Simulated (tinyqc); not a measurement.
Inside a calculation. Method: tight binding, kagome lattice. One step of it, computed by the program tinyqc.

Problem. Levels at k. Diagonalise the Hermitian matrix.

H(k) at k (eV):
```
                     A                    B                    C
A             0.000000  -3.175329+0.999235i  -2.963730+1.239247i
B  -3.175329-0.999235i             0.000000  -3.469888+0.318548i
C  -2.963730-1.239247i  -3.469888-0.318548i             0.000000
```

Give: eigenvalues; weights |c|^2 of the basis functions.

Solution.

eigenvalues (eV): -6.6850  3.1850  3.5000

weights |c|^2 of the basis functions:
```
   band 1  band 2  band 3
A  0.3238  0.6424  0.0338
B  0.3419  0.0563  0.6018
C  0.3343  0.3013  0.3644
```
